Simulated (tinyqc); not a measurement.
Worked calculation: UHF in the 6-311g basis, for H2, spin multiplicity 1. One step of it, computed by the program tinyqc.

Task: Iteration 3: building the Fock matrix. J_ij = sum D_kl (ij|kl) with D = D(alpha) + D(beta), K_ij = sum D_kl (ik|jl) for each spin; F = H + J - K(s); E = tr D H + tr D J / 2 - 0.5 sum_s tr D(s) K(s) + E_nn.

D(alpha) after iteration 2, order 1H 1s, 1H 2s, 1H 3s, 2H 1s, 2H 2s, 2H 3s:
```
[[0.047089, 0.106221, 0.082410, 0.010153, 0.011152, 0.000672],
 [0.106221, 0.239607, 0.185895, 0.022903, 0.025156, 0.001516],
 [0.082410, 0.185895, 0.144223, 0.017769, 0.019517, 0.001176],
 [0.010153, 0.022903, 0.017769, 0.002189, 0.002405, 0.000145],
 [0.011152, 0.025156, 0.019517, 0.002405, 0.002641, 0.000159],
 [0.000672, 0.001516, 0.001176, 0.000145, 0.000159, 0.000010]]
```

D(beta) after iteration 2, order 1H 1s, 1H 2s, 1H 3s, 2H 1s, 2H 2s, 2H 3s:
```
[[0.002189, 0.002405, 0.000145, 0.010153, 0.022903, 0.017769],
 [0.002405, 0.002641, 0.000159, 0.011152, 0.025156, 0.019517],
 [0.000145, 0.000159, 0.000010, 0.000672, 0.001516, 0.001176],
 [0.010153, 0.011152, 0.000672, 0.047089, 0.106221, 0.082410],
 [0.022903, 0.025156, 0.001516, 0.106221, 0.239607, 0.185895],
 [0.017769, 0.019517, 0.001176, 0.082410, 0.185895, 0.144223]]
```

core Hamiltonian H = T + V (hartree), order 1H 1s, 1H 2s, 1H 3s, 2H 1s, 2H 2s, 2H 3s:
```
[[-0.197573, -0.787674, -0.554679, -0.074164, -0.244317, -0.323033],
 [-0.787674, -0.811605, -0.700776, -0.244317, -0.411889, -0.484280],
 [-0.554679, -0.700776, -0.708757, -0.323033, -0.484280, -0.571126],
 [-0.074164, -0.244317, -0.323033, -0.197573, -0.787674, -0.554679],
 [-0.244317, -0.411889, -0.484280, -0.787674, -0.811605, -0.700776],
 [-0.323033, -0.484280, -0.571126, -0.554679, -0.700776, -0.708757]]
```

Two-electron integrals (ij|kl) in chemists' order, unique and non-zero (hartree):
```
(11|11) 1.393035   (21|11) 0.822971   (21|21) 0.509703   (22|11) 0.822904
(22|21) 0.543028   (22|22) 0.644106   (31|11) 0.411256   (31|21) 0.257757
(31|22) 0.279868   (31|31) 0.130794   (32|11) 0.543681   (32|21) 0.365771
(32|22) 0.452669   (32|31) 0.189803   (32|32) 0.325140   (33|11) 0.494021
(33|21) 0.340115   (33|22) 0.445993   (33|31) 0.178035   (33|32) 0.331779
(33|33) 0.361682   (41|11) 0.012684   (41|21) 0.008587   (41|22) 0.010569
(41|31) 0.004458   (41|32) 0.007507   (41|33) 0.007470   (41|41) 0.000341
(42|11) 0.064045   (42|21) 0.044893   (42|22) 0.060874   (42|31) 0.023644
(42|32) 0.045757   (42|33) 0.049935   (42|41) 0.002020   (42|42) 0.016884
(43|11) 0.084868   (43|21) 0.059755   (43|22) 0.082673   (43|31) 0.031546
(43|32) 0.063219   (43|33) 0.071514   (43|41) 0.002625   (43|42) 0.024531
(43|43) 0.037651   (44|11) 0.390805   (44|21) 0.275960   (44|22) 0.387466
(44|31) 0.145925   (44|32) 0.299916   (44|33) 0.346580   (44|41) 0.012684
(44|42) 0.136715   (44|43) 0.218136   (44|44) 1.393035   (51|11) 0.136715
(51|21) 0.086538   (51|22) 0.095428   (51|31) 0.044036   (51|32) 0.065075
(51|33) 0.061467   (51|41) 0.002020   (51|42) 0.010612   (51|43) 0.013867
(51|44) 0.064045   (51|51) 0.016884   (52|11) 0.218574   (52|21) 0.148561
(52|22) 0.187854   (52|31) 0.077364   (52|32) 0.136350   (52|33) 0.141360
(52|41) 0.004653   (52|42) 0.031481   (52|43) 0.043976   (52|44) 0.218574
(52|51) 0.031481   (52|52) 0.076296   (53|11) 0.220534   (53|21) 0.152919
(53|22) 0.203842   (53|31) 0.080256   (53|32) 0.152961   (53|33) 0.168972
(53|41) 0.005123   (53|42) 0.040206   (53|43) 0.059974   (53|44) 0.311372
(53|51) 0.032791   (53|52) 0.089973   (53|53) 0.116919   (54|11) 0.275960
(54|21) 0.194713   (54|22) 0.272192   (54|31) 0.102912   (54|32) 0.210058
(54|33) 0.242209   (54|41) 0.008587   (54|42) 0.086538   (54|43) 0.137075
(54|44) 0.822971   (54|51) 0.044893   (54|52) 0.148561   (54|53) 0.210360
(54|54) 0.509703   (55|11) 0.387466   (55|21) 0.272192   (55|22) 0.375633
(55|31) 0.143588   (55|32) 0.288064   (55|33) 0.331165   (55|41) 0.010569
(55|42) 0.095428   (55|43) 0.149471   (55|44) 0.822904   (55|51) 0.060874
(55|52) 0.187854   (55|53) 0.262898   (55|54) 0.543028   (55|55) 0.644106
(61|11) 0.218136   (61|21) 0.137075   (61|22) 0.149471   (61|31) 0.069610
(61|32) 0.101530   (61|33) 0.095432   (61|41) 0.002625   (61|42) 0.013867
(61|43) 0.018370   (61|44) 0.084868   (61|51) 0.024531   (61|52) 0.043976
(61|53) 0.045674   (61|54) 0.059755   (61|55) 0.082673   (61|61) 0.037651
(62|11) 0.311372   (62|21) 0.210360   (62|22) 0.262898   (62|31) 0.109325
(62|32) 0.189859   (62|33) 0.195544   (62|41) 0.005123   (62|42) 0.032791
(62|43) 0.045674   (62|44) 0.220534   (62|51) 0.040206   (62|52) 0.089973
(62|53) 0.103650   (62|54) 0.152919   (62|55) 0.203842   (62|61) 0.059974
(62|62) 0.116919   (63|11) 0.319235   (63|21) 0.220843   (63|22) 0.293422
(63|31) 0.115821   (63|32) 0.220223   (63|33) 0.244604   (63|41) 0.005888
(63|42) 0.043195   (63|43) 0.063840   (63|44) 0.319235   (63|51) 0.043195
(63|52) 0.109658   (63|53) 0.139268   (63|54) 0.220843   (63|55) 0.293422
(63|61) 0.063840   (63|62) 0.139268   (63|63) 0.184589   (64|11) 0.145925
(64|21) 0.102912   (64|22) 0.143588   (64|31) 0.054378   (64|32) 0.110690
(64|33) 0.127544   (64|41) 0.004458   (64|42) 0.044036   (64|43) 0.069610
(64|44) 0.411256   (64|51) 0.023644   (64|52) 0.077364   (64|53) 0.109325
(64|54) 0.257757   (64|55) 0.279868   (64|61) 0.031546   (64|62) 0.080256
(64|63) 0.115821   (64|64) 0.130794   (65|11) 0.299916   (65|21) 0.210058
(65|22) 0.288064   (65|31) 0.110690   (65|32) 0.220426   (65|33) 0.253622
(65|41) 0.007507   (65|42) 0.065075   (65|43) 0.101530   (65|44) 0.543681
(65|51) 0.045757   (65|52) 0.136350   (65|53) 0.189859   (65|54) 0.365771
(65|55) 0.452669   (65|61) 0.063219   (65|62) 0.152961   (65|63) 0.220223
(65|64) 0.189803   (65|65) 0.325140   (66|11) 0.346580   (66|21) 0.242209
(66|22) 0.331165   (66|31) 0.127544   (66|32) 0.253622   (66|33) 0.294640
(66|41) 0.007470   (66|42) 0.061467   (66|43) 0.095432   (66|44) 0.494021
(66|51) 0.049935   (66|52) 0.141360   (66|53) 0.195544   (66|54) 0.340115
(66|55) 0.445993   (66|61) 0.071514   (66|62) 0.168972   (66|63) 0.244604
(66|64) 0.178035   (66|65) 0.331779   (66|66) 0.361682
```

nuclear repulsion = 0.39082512 hartree

Give: Coulomb J; exchange K(alpha); exchange K(beta); F(alpha); F(beta); total energy of this density.

Result:

Coulomb J (hartree), order 1H 1s, 1H 2s, 1H 3s, 2H 1s, 2H 2s, 2H 3s:
```
[[1.2182, 0.8103, 0.4197, 0.0207, 0.1546, 0.2300],
 [0.8103, 1.0010, 0.7263, 0.1546, 0.3684, 0.4577],
 [0.4197, 0.7263, 0.7639, 0.2300, 0.4577, 0.5767],
 [0.0207, 0.1546, 0.2300, 1.2182, 0.8103, 0.4197],
 [0.1546, 0.3684, 0.4577, 0.8103, 1.0010, 0.7263],
 [0.2300, 0.4577, 0.5767, 0.4197, 0.7263, 0.7639]]
```

exchange K(alpha) (hartree), order 1H 1s, 1H 2s, 1H 3s, 2H 1s, 2H 2s, 2H 3s:
```
[[0.5559, 0.5400, 0.3833, 0.0707, 0.1767, 0.2376],
 [0.5400, 0.5945, 0.4487, 0.0941, 0.2164, 0.2848],
 [0.3833, 0.4487, 0.3535, 0.0809, 0.1763, 0.2290],
 [0.0707, 0.0941, 0.0809, 0.0525, 0.0717, 0.0686],
 [0.1767, 0.2164, 0.1763, 0.0717, 0.1243, 0.1347],
 [0.2376, 0.2848, 0.2290, 0.0686, 0.1347, 0.1610]]
```

exchange K(beta) (hartree), order 1H 1s, 1H 2s, 1H 3s, 2H 1s, 2H 2s, 2H 3s:
```
[[0.0525, 0.0717, 0.0686, 0.0707, 0.0941, 0.0809],
 [0.0717, 0.1243, 0.1347, 0.1767, 0.2164, 0.1763],
 [0.0686, 0.1347, 0.1610, 0.2376, 0.2848, 0.2290],
 [0.0707, 0.1767, 0.2376, 0.5559, 0.5400, 0.3833],
 [0.0941, 0.2164, 0.2848, 0.5400, 0.5945, 0.4487],
 [0.0809, 0.1763, 0.2290, 0.3833, 0.4487, 0.3535]]
```

F(alpha) (hartree), order 1H 1s, 1H 2s, 1H 3s, 2H 1s, 2H 2s, 2H 3s:
```
[[0.4648, -0.5173, -0.5183, -0.1242, -0.2664, -0.3306],
 [-0.5173, -0.4052, -0.4232, -0.1838, -0.2599, -0.3114],
 [-0.5183, -0.4232, -0.2984, -0.1740, -0.2029, -0.2234],
 [-0.1242, -0.1838, -0.1740, 0.9682, -0.0491, -0.2036],
 [-0.2664, -0.2599, -0.2029, -0.0491, 0.0650, -0.1092],
 [-0.3306, -0.3114, -0.2234, -0.2036, -0.1092, -0.1058]]
```

F(beta) (hartree), order 1H 1s, 1H 2s, 1H 3s, 2H 1s, 2H 2s, 2H 3s:
```
[[0.9682, -0.0491, -0.2036, -0.1242, -0.1838, -0.1740],
 [-0.0491, 0.0650, -0.1092, -0.2664, -0.2599, -0.2029],
 [-0.2036, -0.1092, -0.1058, -0.3306, -0.3114, -0.2234],
 [-0.1242, -0.2664, -0.3306, 0.4648, -0.5173, -0.5183],
 [-0.1838, -0.2599, -0.3114, -0.5173, -0.4052, -0.4232],
 [-0.1740, -0.2029, -0.2234, -0.5183, -0.4232, -0.2984]]
```

total energy of this density = -1.028632 hartree
